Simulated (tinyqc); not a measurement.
Frequency dispersion of an accumulation capacitance by border traps, distributed model: two steps of the calculation.

Traps spread evenly through the insulator exchange electrons with the semiconductor by tunnelling, with tau(x) = t0 exp(2 ka x) at depth x from the interface. The admittance per area Y seen at depth x obeys dY/dx = -Y^2/(i w eps0 eox) + q Nb ln(1 + i w tau)/tau, with Y(0) = i w Cs and w = 2 pi f; the gate sees Y(tox) = G + i w C. Working variable y = Y/(i w), in uF/cm^2. Cox = eps0 eox/tox.

Parameters, values chosen for the exercise; permittivity close to that of aluminium oxide:
```
symbol,value,unit,meaning
eox,8.28,,relative permittivity of the insulator
tox,3.3,nm,insulator thickness
Cs,7,uF/cm^2,semiconductor capacitance in accumulation
Nb,1.4e19,cm^-3 eV^-1,density of border traps
ka,5.9,1/nm,decay constant of the wave function in the insulator
t0,8e-11,s,time constant of a trap at the interface
f,10000,Hz,frequency
xe,1.5,nm,depth down to which the steps are taken
```

Constants: q = 1.602176634e-19 C, eps0 = 8.8541878128e-14 F/cm where lengths are in cm. Results are converted to the units shown.

Problem 1. Scales and lumped estimate. Cox; trap-free value 1/(1/Cox + 1/Cs); response depth d = ln(1/(w t0))/(2 ka), where w tau = 1; lumped estimate: all traps within d act as C_bt = q Nb d placed at d/2, so C = 1/{1/[1/(1/Cs + d/(2 eps0 eox)) + C_bt] + (tox - d/2)/(eps0 eox)}.

Wanted: Cox; trap-free C; d; C_bt; lumped C.

Solution 1.

Cox = 2.2216 uF/cm^2
trap-free C = 1.6864 uF/cm^2
d = 1.0340 nm
C_bt = 0.23192 uF/cm^2
lumped C = 1.7155 uF/cm^2

The traps within reach amount to 0.0331 Cs and lie in the first 31.3 % of the insulator.

Problem 2. Capacitance and conductance at the gate. Beyond xe the traps are ignored, so 1/y(tox) = 1/y(xe) + (tox - xe)/(eps0 eox); C = Re y, G/w = -Im y, loss tangent G/(w C).

y at xe = 2.9910241-0.0208400i uF/cm^2

Give: y at the gate; C; G/w; loss tangent.

Solution 2.

y at the gate = 1.725-0.007i uF/cm^2
C = 1.725 uF/cm^2
G/w = 0.006928 uF/cm^2
loss tangent = 0.004017

Numbers from tinyqc (`OMP_NUM_THREADS=1 python tinyqc.py 2202106 2202107 out.jsonl`; about 0.4 s on one thread of a shared Intel Xeon 2.30GHz).
